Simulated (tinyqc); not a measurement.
Nudged elastic band on a two-dimensional model surface: one step, computed by the program tinyqc. Command: `OMP_NUM_THREADS=1 python tinyqc.py 3029957 3029958 out.jsonl neb walk`. One thread of a shared host (Intel(R) Xeon(R) Processor @ 2.30GHz), about 0.2 s of CPU time with the checks.

V(x, y) = h u^2 + t x + (kappa/2)(y + c u)^2 with u = x^2/w^2 - 1; the path runs from the minimum near (-w, 0) to that near (w, 0).

Question. Stationary points. Newton steps x(new) = x - H^-1 grad V (moves limited to 0.3 angstrom) from (-w, 0), (w, 0) and (0, c) give the two minima and the saddle.

Inputs (values chosen for the exercise, for a model surface): height h = 1.3 eV; half width w = 1.2 angstrom; transverse stiffness kappa = 5.5 eV/angstrom^2; curvature c = 0.87 angstrom; tilt t = 0.0098 eV/angstrom.

Surface: curved double well. Climbing image: on.

Give: positions; energies; barrier from the start.

Answer.

positions (angstrom), rows start, end, saddle, columns x, y:
```
[[-1.201, -0.002],
 [1.199, 0.002],
 [0.003, 0.870]]
```

energies (eV): start -0.012, end 0.012, saddle 1.300

barrier from the start = 1.312 eV
